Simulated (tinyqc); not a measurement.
Comparisons within one model: Gamma, L and X subbands of a thin body with non-parabolic valleys. A value that a table varies takes the place of the one given here.

Hard walls, flat band, c = hbar^2/2m0, energies from the bulk Gamma edge. For a valley at angle theta to the normal 1/m_z = cos^2/ml + sin^2/mt and m_d = sqrt(ml mt^2/m_z). Subband n starts at E_v + e with e (1 + a e) = c (n pi/t)^2/m_z, and its density-of-states mass is taken as m_d (1 + 2 a e), without further growth at higher in-plane energy. Groups are named by valley and degeneracy.

n_i = g m/(2 pi c) kB T ln(1 + exp((EF - E_i)/kB T)), sum n_i = Ns (1e12/cm^2 = 1e-4/angstrom^2), c = hbar^2/2m0. Quantum capacitance Cq = 1602.176634 sum g m/(2 pi c) f_i in microfarad/cm^2 with f_i = 1/(1 + exp((E_i - EF)/kB T)); Cox = 34.5313/eot (one gate); C/Cox = Cq/(Cq + Cox), the centroid term left out.

Constants: hbar^2/2m0 = 3.80998211 eV angstrom^2; kB = 8.617333262e-05 eV/K.

Inputs chosen for the exercise (near those of a thin InAs channel; not measured data):
- face = 100 (surface)
- mG = 0.0263 m0 (Gamma mass)
- aG = 2.26 1/eV (Gamma non-parabolicity)
- EL = 0.714 eV (L edge above Gamma)
- mL = (0.637, 0.05) m0 (L valleys (four, along <111>): ml, mt)
- EX = 0.994 eV (X edge above Gamma)
- mX = (1.171, 0.163) m0 (X valleys (three, along <100>): ml, mt)
- aS = 0.47 1/eV (non-parabolicity of L and X)
- Ns = 6.5 x 1e12/cm^2 (sheet density)
- T = 300 K (temperature)
- eot = 14 angstrom (equivalent oxide thickness)
- ts = (20, 26, 34, 45, 60, 85, 130) angstrom (thicknesses)
- t = 32 angstrom (body thickness)
- Nl = (0.5, 1, 2, 4, 7, 11, 16) x 1e12/cm^2 (sheet densities)

## Thinning the body

Lowest edge of each valley type, the lowest group, the Gamma share and C/Cox, with n = 1 to 8 of all groups.

Results:

| t (angstrom) | Gamma (eV) | L (eV) | X (eV) | lowest | Gamma share (%) | C/Cox |
|---|---|---|---|---|---|---|
| 20 | 1.056 | 1.626 | 1.071 | G1 | 53.4 | 0.881 |
| 26 | 0.771 | 1.315 | 1.040 | G1 | 99.9 | 0.762 |
| 34 | 0.551 | 1.096 | 1.021 | G1 | 100.0 | 0.713 |
| 45 | 0.380 | 0.946 | 1.010 | G1 | 100.0 | 0.660 |
| 60 | 0.253 | 0.850 | 1.003 | G1 | 100.0 | 0.609 |
| 85 | 0.148 | 0.784 | 0.998 | G1 | 100.0 | 0.732 |
| 130 | 0.073 | 0.744 | 0.996 | G1 | 100.0 | 0.718 |

From 130 down to 20 angstrom Gamma rises by 0.98 eV, L by 0.88 and X by 0.08 eV, the light Gamma mass moving most. G1 stays lowest throughout. The Gamma share goes from 100 % to 53 %. C/Cox is 0.72 and 0.88 at the ends and lies between 0.61 and 0.88. Hard walls overstate the rise in the thinnest rows.

## Raising the sheet density

Fixed thickness, n = 1 to 8 of all groups; the gate overdrive above the lowest edge is (EF - E_lowest)/e + 0.1602177 Ns/Cox in volts.

Results:

| Ns (1e12/cm^2) | EF - lowest (eV) | Gamma share (%) | Cq | C/Cox | overdrive (V) |
|---|---|---|---|---|---|
| 0.5 | -0.013 | 100.0 | 2.46 | 0.500 | 0.020 |
| 1.0 | 0.012 | 100.0 | 3.99 | 0.618 | 0.077 |
| 2.0 | 0.045 | 100.0 | 5.53 | 0.692 | 0.175 |
| 4.0 | 0.098 | 100.0 | 6.35 | 0.720 | 0.358 |
| 7.0 | 0.173 | 100.0 | 6.49 | 0.725 | 0.627 |
| 11.0 | 0.271 | 100.0 | 6.52 | 0.726 | 0.986 |
| 16.0 | 0.386 | 97.8 | 8.48 | 0.775 | 1.425 |

The lowest subband is G1 n=1. At the highest density band filling takes 0.386 V of the 1.425 V overdrive. Cq grows from 2.5 to 8.5 microfarad/cm^2 while EF moves from -0.013 to +0.386 eV against the lowest edge; the Gamma share stays within 98 to 100 %.

## What each parameter does

n = 1 to 8 of all groups. Each row changes one parameter from the base and keeps the others.

Results:

| case | lowest edge (eV) | EF (eV) | Gamma share (%) | C/Cox |
|---|---|---|---|---|
| base | 0.595 | 0.756 | 100.0 | 0.724 |
| t = 26 angstrom | 0.771 | 0.903 | 99.9 | 0.762 |
| mG = 0.0302 m0 | 0.545 | 0.694 | 100.0 | 0.739 |
| aG = 1.58 1/eV | 0.675 | 0.864 | 99.9 | 0.692 |
| EL = 0.764 eV | 0.595 | 0.756 | 100.0 | 0.724 |
| Ns = 9.75 x 1e12/cm^2 | 0.595 | 0.836 | 100.0 | 0.725 |
| eot = 12 angstrom | 0.595 | 0.756 | 100.0 | 0.693 |
| T = 250 K | 0.595 | 0.756 | 100.0 | 0.725 |

The largest shifts from the base row, up to three for each result and ties (the steps differ in size, so this ranks the rows, not the parameters). lowest edge (eV): t +0.176, aG +0.080, mG -0.050; unchanged at the printed digits by EL, Ns, eot and T. EF (eV): t +0.147, aG +0.109, Ns +0.080; unchanged at the printed digits by EL, eot and T. Gamma share (%): t -0.1, aG -0.1; unchanged at the printed digits by mG, EL, Ns, eot and T. C/Cox: t +0.038, aG -0.033, eot -0.032; unchanged at the printed digits by EL.

tinyqc: `OMP_NUM_THREADS=1 python tinyqc.py 1280862 1280863 out.jsonl`; about 0.04 s, one thread, shared Intel(R) Xeon(R) Processor @ 2.30GHz.
